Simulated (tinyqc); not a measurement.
Inside a calculation. Model: frequency dispersion of an accumulation capacitance by border traps, distributed model.

tinyqc, about 0.3 s, one thread, Intel Xeon 2.30GHz (shared host): `OMP_NUM_THREADS=1 python tinyqc.py 2202132 2202133 out.jsonl` Printed values are rounded.

Traps spread evenly through the insulator exchange electrons with the semiconductor by tunnelling, with tau(x) = t0 exp(2 ka x) at depth x from the interface. The admittance per area Y seen at depth x obeys dY/dx = -Y^2/(i w eps0 eox) + q Nb ln(1 + i w tau)/tau, with Y(0) = i w Cs and w = 2 pi f; the gate sees Y(tox) = G + i w C. Working variable y = Y/(i w), in uF/cm^2. Cox = eps0 eox/tox.

Inputs (values chosen for the exercise); permittivity close to that of zirconium oxide: relative permittivity of the insulator eox = 22.1; insulator thickness tox = 4.2 nm; semiconductor capacitance in accumulation Cs = 1 uF/cm^2; density of border traps Nb = 6.9e18 cm^-3 eV^-1; decay constant of the wave function in the insulator ka = 5.1 1/nm; time constant of a trap at the interface t0 = 3e-11 s; frequency f = 1000 Hz; depth down to which the steps are taken xe = 2 nm.

Constants: q = 1.602176634e-19 C, eps0 = 8.8541878128e-14 F/cm where lengths are in cm. Results are converted to the units shown.

## Scales and lumped estimate

Cox; trap-free value 1/(1/Cox + 1/Cs); response depth d = ln(1/(w t0))/(2 ka), where w tau = 1; lumped estimate: all traps within d act as C_bt = q Nb d placed at d/2, so C = 1/{1/[1/(1/Cs + d/(2 eps0 eox)) + C_bt] + (tox - d/2)/(eps0 eox)}.

Cox = 4.658989 uF/cm^2
trap-free C = 0.8232900 uF/cm^2
d = 1.518058 nm
C_bt = 0.1678216 uF/cm^2
lumped C = 0.9430147 uF/cm^2

The traps within reach amount to 0.168 Cs and lie in the first 36.1 % of the insulator.

## Midpoint steps through the active depth

In terms of y: dy/dx = -y^2/(eps0 eox) + s(x), s = q Nb ln(1 + z)/z, z = i w tau. 10 midpoint steps of h = xe/10: y_half = y + (h/2) y'(x, y), y(new) = y + h y'(x + h/2, y_half).

```
point  x (nm)      s (uF/(cm^2 nm))         y (uF/cm^2)
0           0  0.1105502+0.0000000i  1.000000+0.000000i
1         0.2  0.1105502-0.0000001i  1.011767+0.000000i
2         0.4  0.1105502-0.0000006i  1.023294+0.000000i
3         0.6  0.1105502-0.0000047i  1.034581+0.000000i
4         0.8  0.1105502-0.0000364i  1.045633-0.000003i
5           1  0.1105492-0.0002803i  1.056451-0.000023i
6         1.2  0.1104942-0.0021541i  1.067036-0.000177i
7         1.4  0.1074033-0.0158751i  1.077309-0.001358i
8         1.6  0.0556771-0.0441841i  1.083784-0.008281i
9         1.8  0.0094379-0.0179313i  1.076683-0.014458i
10          2  0.0012669-0.0039833i  1.065643-0.015857i
```

## Capacitance and conductance at the gate

y at xe = 1.065643-0.015857i uF/cm^2

Beyond xe the traps are ignored, so 1/y(tox) = 1/y(xe) + (tox - xe)/(eps0 eox); C = Re y, G/w = -Im y, loss tangent G/(w C).

y at the gate = 0.9516485-0.0126452i uF/cm^2
C = 0.9516485 uF/cm^2
G/w = 0.01264515 uF/cm^2
loss tangent = 0.01328763

A fine integration over the whole insulator gives C = 0.95169 and G/w = 0.01302 uF/cm^2; the coarse G/w is 2.9 % below that. The fine C is 16 % above the trap-free value, and the lumped estimate is 0.91 % below the fine result.
